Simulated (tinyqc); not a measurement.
True capacitance, leakage and series resistance from two frequencies.

Problem. A capacitance C in parallel with G and in series with Rs is measured as Cp and D = Gp/(w Cp) at two frequencies. The series reading Cs = Cp (1 + D^2) equals C + G^2/(w^2 C), and Re Z = D/(w Cp (1 + D^2)) = Rs + G/(G^2 + w^2 C^2). Find C, G and Rs.

f (Hz): [2e5, 6e5]
Cp (pF): [15.0193991, 15.0193852]
D: [0.0798122832, 0.0275100922]

Answer. w^2 Cs = w^2 C + G^2/C is a straight line in w^2 with slope C; the intercept gives G, and the real part then gives Rs.

C = 15.0 pF
G = 1.50 uS
Rs = 18.0 ohm

tinyqc, about 0.01 s, one thread, Intel Xeon 2.30GHz (shared host): `OMP_NUM_THREADS=1 python tinyqc.py 2022144 2022145 out.jsonl`
